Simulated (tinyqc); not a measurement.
Valley-orbit splitting of a donor ground state, with strain: one step, computed by the program tinyqc. Command: `OMP_NUM_THREADS=1 python tinyqc.py 3000025 3000026 out.jsonl valleyorbit walk`. One thread of a shared host (Intel(R) Xeon(R) Processor @ 2.30GHz), about 0.01 s of CPU time with the checks.

The basis is the 1s envelope in each valley; energies are counted from the unstrained conduction-band edge. The strain is e_s (a a^T - 1/3) for the unit stress axis a, so valley j along n_j moves by Xi_u e_s w_j with w_j = (n_j.a)^2 - 1/3: +1/3 for [111] and [-1-11], -1/3 for the others.

Problem. Levels without strain. By symmetry: E(A1) = E_0 + Lambda + 3 Delta_1 (one state), E(T2) = E_0 + Lambda - Delta_1 (three), as binding energies.

Inputs (values chosen for the exercise, modelled on donors in germanium): single-valley binding energy E_0 = 9.89 meV; central-cell shift Lambda = 0.42 meV; coupling Delta_1 = 1.1 meV.

Valleys: four along <111>. Stress axis: [110].

Give: E(A1); E(T2).

Solution.

E(A1) = 13.61 meV

E(T2) = 9.21 meV

Only A1 has all valley amplitudes in phase, so only it has weight at the nucleus.
